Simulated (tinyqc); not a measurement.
Hot electrons in a saturated n-channel MOSFET, lucky-electron model: two steps of the calculation.

Beyond pinch-off the lateral field grows as Esat cosh(y/l) over the velocity-saturated region (pseudo-two-dimensional model). Impact ionisation in this region gives the substrate current, which biases the body forward through Rsub. Currents are per width. Local-field laws: they overstate ionisation when the field peak is narrower than an energy relaxation length.

Parameters, values chosen for the exercise; values close to those of silicon n-channel devices:
- L = 1.2 um (channel length)
- tox = 28 nm (oxide thickness)
- xj = 380 nm (junction depth)
- mu = 300 cm^2/(V s) (effective mobility)
- vs = 9e6 cm/s (saturation velocity)
- lm = 9.8 nm (hot-electron mean free path)
- pb = 3.2 V (oxide barrier)
- Cg = 0.0024 (prefactor of the gate current)
- m = 2.7 (lifetime exponent)
- Hl = 620 s uA/um (lifetime constant)

Constants: eps0 = 8.8541878128e-14 F/cm where lengths are in cm. Results are converted to the units shown.

Task 1. Length and field scales. Cox = 3.9 eps0/tox, l = sqrt(3 tox xj), Esat = 2 vs/mu.

Wanted: Cox; l; Esat; Esat L.

Result 1.

Cox = 0.12333 uF/cm^2
l = 178.66 nm
Esat = 0.060000 MV/cm
Esat L = 7.2000 V

Task 2. Gate current, lifetime and channel shortening. Ig = Cg Id exp(-pb/(lm Em)); lifetime tau = (Hl/Id)(Isub/Id)^(-m); length of the saturated region dL = l ln[(dV/l + Em)/Esat]. 1 year = 3.15576e7 s.

Id = 34.151398 uA/um
dV = 3.8575078 V
Em = 0.22409304 MV/cm
Isub = 0.085856892 uA/um
l = 178.66169 nm
Esat = 0.06 MV/cm

Wanted: Isub/Id; Ig; tau; dL.

Result 2.

Isub/Id = 0.0025140
Ig = 0.038497 pA/um
tau = 6.0102 years
dL = 355.97 nm

The lifetime misses ten years.

Program tinyqc, `OMP_NUM_THREADS=1 python tinyqc.py 2550012 2550013 out.jsonl`; Intel Xeon 2.30GHz, shared host, one thread, about 0.01 s.
